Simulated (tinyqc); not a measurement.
Trap density from the capacitance step.

Problem. A junction with shallow donors Nd and a deep trap has C_HF = eps0 eps_r/W and C_LF = eps0 eps_r (Nd + Nt)/(Nd W + Nt xt), xt = W - lam. Find W, xt and Nt.

Parameters, values chosen for the exercise:
```
symbol   value   unit                meaning
eps_r     9.63         relative permittivity
Nd      1.7e15  cm^-3  shallow donor density
```

Constants: eps0 = 8.8541878128e-14 F/cm where lengths are in cm. Results are converted to the units shown.

C_HF = 10.936688 nF/cm^2
C_LF = 11.055010 nF/cm^2
lam = 223.27627 nm

Solution. C_HF gives W. With y = C_LF/C_HF, Nt/Nd = (y - 1)/(1 - y xt/W).

W = 780 nm
xt = 556 nm
Nt = 6.60e13 cm^-3

Numbers from tinyqc (`OMP_NUM_THREADS=1 python tinyqc.py 2050058 2050059 out.jsonl`; about 0.01 s on one thread of a shared Intel Xeon 2.30GHz).
